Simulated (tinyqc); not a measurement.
Worked calculation: band offset from the macroscopic average of a supercell potential. Values are carried at full precision from step to step, so a last printed digit may differ when a step is redone from the rounded ones.

A model of the planar-averaged electrostatic energy of an electron in a periodic cell of N1 periods of A (L1 = N1 n1 h) and N2 periods of B (L2 = N2 n2 h), on z_j = j h: V(z) = f VA + (1 - f) VB + F t(z), VA = V1[0] + V1[1] cos(2 pi z/(n1 h)) + V1[2] cos(4 pi z/(n1 h)), VB the same with V2, n2 and z - L1. f = [tanh(z/w) - tanh((z - L1)/w) + tanh((z - L1 - L2)/w)]/2 + 1/2; t(z) = z - L1/2 in A and (L1/L2)(L1 + L2/2 - z) beyond, so that the cell is periodic.

Constants: e^2/(4 pi eps0) = 14.39964547 eV angstrom.

Values chosen for the exercise (gaps near those of GaN and AlN; shifted at random, so the results belong to these values and not to a real crystal):
```
symbol  value                unit         meaning
h       0.25                 angstrom     grid step
n1      6                                 grid points per period of A
n2      5                                 grid points per period of B
N1      5                                 periods of A
N2      5                                 periods of B
V1      (-9.62, 1.71, -0.1)  eV           mean and two harmonics of the potential in A
V2      (-5.87, 2.95, 0.79)  eV           the same in B
w       0.38                 angstrom     width of the interfaces
F       0                    eV/angstrom  slope in A from opposite charges on the two interfaces
Ev1     5.9                  eV           valence top of bulk A above its mean potential
Eg1     (1.87, 3.49)         eV           gap of A: semi-local value, corrected value
fv1     0.65                              share of the correction that lowers the valence top of A
Ev2     1.47                 eV           valence top of bulk B above its mean potential
Eg2     (4.29, 6.38)         eV           gap of B: semi-local value, corrected value
fv2     0.5                               the same share for B
eps     5                                 dielectric constant at the interface
```

## The planar average

Evaluate V on the grid, j = 0, 1, ...

V(z_j) (eV): -5.070  -8.056  -10.263  -11.365  -10.400  -8.706  -8.009  -8.715  -10.425  -11.430  -10.425  -8.715  -8.010  -8.715  -10.425  -11.430  -10.425  -8.715  -8.010  -8.715  -10.425  -11.430  -10.425  -8.715  -8.009  -8.706  -10.400  -11.365  -10.263  -8.056  -5.070  -6.257  -8.174  -8.077  -5.622  -2.139  -5.598  -8.013  -8.013  -5.598  -2.130  -5.598  -8.012  -8.012  -5.598  -2.130  -5.598  -8.012  -8.012  -5.599  -2.142  -5.628  -8.058  -8.060  -6.108

## Running means

Running mean over n points, periodic: for odd n the plain mean of the n points centred on j; for even n the n + 1 points with half weight at both ends. The macroscopic average applies the mean over n1 points and then over n2 points.

Apply the first mean, then the second.

after the mean over n1 points (eV): -7.878  -8.349  -8.760  -9.222  -9.521  -9.590  -9.609  -9.616  -9.619  -9.620  -9.620  -9.620  -9.620  -9.620  -9.620  -9.620  -9.620  -9.620  -9.620  -9.620  -9.620  -9.620  -9.619  -9.616  -9.609  -9.590  -9.521  -9.222  -8.773  -8.383  -7.924  -7.263  -6.383  -5.934  -6.124  -6.257  -6.037  -5.539  -5.537  -6.026  -6.227  -6.026  -5.536  -5.536  -6.026  -6.227  -6.026  -5.537  -5.540  -6.037  -6.246  -6.091  -5.888  -6.337  -7.216

macroscopic average (eV): -7.708  -8.285  -8.746  -9.088  -9.340  -9.512  -9.591  -9.611  -9.617  -9.619  -9.620  -9.620  -9.620  -9.620  -9.620  -9.620  -9.620  -9.620  -9.620  -9.620  -9.620  -9.619  -9.617  -9.611  -9.591  -9.512  -9.343  -9.098  -8.764  -8.313  -7.745  -7.177  -6.726  -6.392  -6.147  -5.978  -5.899  -5.879  -5.873  -5.871  -5.870  -5.870  -5.870  -5.870  -5.870  -5.870  -5.871  -5.873  -5.877  -5.890  -5.960  -6.120  -6.356  -6.682  -7.134

Around the middle of B the first mean varies by 691 meV over five points and the second by 0 meV: one window removes only the period it matches.

## The potential line-up

Read the macroscopic average in the middle of each region, j = 15 and j = 42, and its slope in A by a central difference over two points each way.

plateau in A = -9.620 eV
plateau in B = -5.870 eV
dV = B - A = 3.750 eV
slope in A = 0.000 eV/angstrom

The plateaus are flat, so the line-up is well defined.

## Band offsets

dEv = Ev(A) - Ev(B) = Ev1 - (dV + Ev2); dEc = Ec(B) - Ec(A) = Eg2 - Eg1 - dEv. The correction of a gap, c = Eg[1] - Eg[0], lowers the valence top by fv c and leaves dV, a ground-state quantity, as it is. Type I: dEv and dEc of one sign; II: opposite signs; III: no overlap of the gaps.

Give the offsets with semi-local and with corrected band edges.

dEv, dEc, semi-local (eV): 0.680  1.740

lowering of the valence tops of A and B (eV): 1.053  1.045

dEv, dEc, corrected (eV): 0.672  2.218

The correction moves dEv by -0.01 eV and dEc by +0.48 eV; the type stays I.

## The dipole behind the step

A step dV of the mean electron energy from A to B across an interface equals 4 pi (e^2/4 pi eps0) times a dipole per area p (in e angstrom per angstrom^2). For a change of 0.1 eV in dV, give the charge per area moved over 2 angstrom in a medium of dielectric constant eps: sigma = 0.1 eps/(4 pi (e^2/4 pi eps0) 2). 1 angstrom^-2 = 1e16 cm^-2.

|p| = 0.02072 e/angstrom
sigma = 1.38e+13 e/cm^2

With about 7e14 atoms per cm^2 in a plane (as on a silicon (100) face), 2.0 % of an electron per atom shifts the line-up by 0.1 eV.

## Checks

- Line-up in a cell of 14 + 14 periods without slope against V2[0] - V1[0] (eV): both 3.7500.

Computed by tinyqc, a small Python program: `OMP_NUM_THREADS=1 python tinyqc.py 1880463 1880464 out.jsonl` (the numbers bound the seed that draws the inputs); one thread of a shared host (Intel(R) Xeon(R) Processor @ 2.30GHz), about 0.01 s for the whole set of steps.
